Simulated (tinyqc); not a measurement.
UHF in the sto-3g basis, for H3, spin multiplicity 2, step by step. One step of it, computed by the program tinyqc.

Question. Iteration 13 (converged): orbitals. Diagonalise F' = X^T F X, C = X C', fill 2 alpha and 1 beta electrons from the bottom; D(s) = C_occ C_occ^T. Each column has its largest component positive (the first on a tie).

converged F(alpha) (hartree):
```
           1H 1s      2H 1s      3H 1s
1H 1s   0.046283  -0.272492  -0.272492
2H 1s  -0.272492  -0.438948  -0.030055
3H 1s  -0.272492  -0.030055  -0.438948
```

converged F(beta) (hartree):
```
           1H 1s      2H 1s      3H 1s
1H 1s  -0.400937  -0.256622  -0.256622
2H 1s  -0.256622   0.174785  -0.069929
3H 1s  -0.256622  -0.069929   0.174785
```

X:
```
           1H 1s      2H 1s      3H 1s
1H 1s   1.073608  -0.162950  -0.162950
2H 1s  -0.162950   1.036254   0.022101
3H 1s  -0.162950   0.022101   1.036254
```

Give: F' = X^T F X; orbital energies; coefficients C; F' = X^T F X; orbital energies; coefficients C; D(alpha) after iteration 13; D(beta) after iteration 13.

Answer.

F' = X^T F X (alpha) (hartree):
```
        1       2       3
1   0.219  -0.251  -0.251
2  -0.251  -0.378   0.043
3  -0.251   0.043  -0.378
```

orbital energies (alpha) (hartree): MO1 -0.508, MO2 -0.421, MO3 0.393

coefficients C (alpha):
```
         MO1     MO2     MO3
1H 1s  0.264   0.000   1.066
2H 1s  0.601   0.717  -0.475
3H 1s  0.601  -0.717  -0.475
```

F' = X^T F X (beta) (hartree):
```
        1       2       3
1  -0.277  -0.253  -0.253
2  -0.253   0.262   0.011
3  -0.253   0.011   0.262
```

orbital energies (beta) (hartree): MO1 -0.453, MO2 0.252, MO3 0.450

coefficients C (beta):
```
         MO1     MO2     MO3
1H 1s  0.861   0.000  -0.681
2H 1s  0.185   0.717   0.743
3H 1s  0.185  -0.717   0.743
```

D(alpha) after iteration 13:
```
       1H 1s   2H 1s   3H 1s
1H 1s  0.070   0.159   0.159
2H 1s  0.159   0.875  -0.153
3H 1s  0.159  -0.153   0.875
```

D(beta) after iteration 13:
```
       1H 1s  2H 1s  3H 1s
1H 1s  0.742  0.159  0.159
2H 1s  0.159  0.034  0.034
3H 1s  0.159  0.034  0.034
```
